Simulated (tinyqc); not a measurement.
Sampled drift against the exact one: kinetic Monte Carlo and master equation for a particle on a ring of sites with traps and bias. Computed by tinyqc, a small Python program. Command: `OMP_NUM_THREADS=1 python tinyqc.py 3021562 3021563 out.jsonl kmc walk`. One thread of a shared host (Intel(R) Xeon(R) Processor @ 2.30GHz), about 0.09 s of CPU time with the checks.

7 sites on a ring, numbered 1 to 7. The saddle between i and i+1 lies at E0 + s b_i and site i at s eps_i; a force F tilts the landscape, with the saddle half-way.

Inputs (values chosen for the exercise, for a model defect):
```
quantity,value,unit
reference barrier E0,0.47,eV
scale factor s of the disorder,1,-
attempt frequency nu,1.2,THz
temperature T,360,K
site spacing a,2.8,angstrom
force F along the ring,0.0031,eV/angstrom
seed of the random numbers,587321,-
```

Disorder: site traps.

site energies eps_i (eV): [-0.035, -0.063, 0, -0.02, -0.049, 0, -0.066]

saddle shifts b_i between sites i and i+1 (eV): [0, 0, 0, 0, 0, 0, 0]

Constants: k_B = 8.617333262e-05 eV/K.

Method:
- Rates: k(i to i+1) = nu exp(-(E0 + s b_i - s eps_i - F a/2)/(k_B T)), k(i to i-1) = nu exp(-(E0 + s b_(i-1) - s eps_i + F a/2)/(k_B T)).
- Share right = k right/(k right + k left); mean stay = 1/(k right + k left).
- Master equation dP/dt = W P, W_(i+1,i) = k right, W_(i-1,i) = k left, columns summing to zero. The steady state is its null vector; drift v = a sum P_i (k right - k left). D = a^2 lambda''(0)/2, where lambda(q) is the leading eigenvalue of W with right hops weighted by exp(q) and left hops by exp(-q).
- The slowest relaxation rate is minus the real part of the next eigenvalue of W. 1 angstrom = 1e-8 cm.
- 400 independent walkers start on sites drawn with weights P_i (k right + k left), the steady shares of hops (random numbers not printed); the estimate is total displacement over total time, with its standard error from the spread between walkers.

occupations P_i: [0.110909, 0.273494, 0.035891, 0.068387, 0.174164, 0.035891, 0.301264]

drift velocity v = 6.23698e-04 cm/s

Drift from sampling:
```
hops per walker,estimate (cm/s),standard error (cm/s),deviation in standard errors
10,4.8974e-04,6.9151e-05,-1.9372
30,5.8667e-04,3.9619e-05,-0.9346
100,6.3907e-04,2.3902e-05,0.6432
300,6.2895e-04,1.3115e-05,0.4006
1000,6.2316e-04,6.9954e-06,-0.0765
3000,6.2098e-04,4.1792e-06,-0.6514
```

The exact drift is 6.237e-4 cm/s. The standard error falls by a factor 3.42 from 100 to 1000 hops (sqrt10 = 3.16), and in the last row it is 0.67 % of the drift.

Extremes, crossings and ranges named in words are read from the listed rows.
